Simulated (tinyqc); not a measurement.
Inside a calculation. Method: inverse iteration on a symmetric matrix. One step of it, computed by the program tinyqc.

Task: Step 3. solve (A - shift) w = v; v' = w/|w| with its largest component positive (the first on a tie); lambda = v'^T A v'.

A:
```
           1          2          3          4          5
1   0.537000  -0.099000  -0.491000   0.496000   0.101000
2  -0.099000   0.899000  -0.082000  -0.408000  -0.783000
3  -0.491000  -0.082000   1.689000   0.278000  -0.773000
4   0.496000  -0.408000   0.278000   3.094000   0.163000
5   0.101000  -0.783000  -0.773000   0.163000   3.184000
```

vector after step 2: -0.250286  -0.083756  0.887029  0.079145  0.370482

shift = 1.950000

Give: vector after step 3; Rayleigh quotient after step 3.

Result:

vector after step 3: -0.3741  -0.2236  0.8197  -0.1868  0.3213

Rayleigh quotient after step 3 = 1.6179
